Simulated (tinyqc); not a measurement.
Permittivity of the insulator from five potentials.

Problem. A node lies on a semiconductor-insulator interface. Steps: hs = tb/2 down into the semiconductor, ho = tox/1 up into the insulator, hy = L/4 sideways. The flux balance of its box reads eox (hy/ho)(above - node) + eps_r (hy/hs)(below - node) + [(eps_r hs + eox ho)/(2 hy)](left + right - 2 node) - q Na (hs/2) hy/eps0 = 0. Find eox.

Inputs (values chosen for the exercise); semiconductor permittivity close to that of silicon: relative permittivity of the semiconductor eps_r = 11.8; body thickness tb = 3 nm; insulator thickness tox = 2.3 nm; channel length L = 29 nm; acceptor density of the depleted body Na = 0 cm^-3.

Constants: q = 1.602176634e-19 C, eps0 = 8.8541878128e-14 F/cm where lengths are in cm. Results are converted to the units shown.

psi (V): node 0.30377486, above -0.12, below 0.36234230, left 0.033893063, right 1.59

Solution. The balance is linear in eox.

eox = 3.90

Program tinyqc, `OMP_NUM_THREADS=1 python tinyqc.py 2480017 2480018 out.jsonl`; Intel Xeon 2.30GHz, shared host, one thread, about 0.09 s.
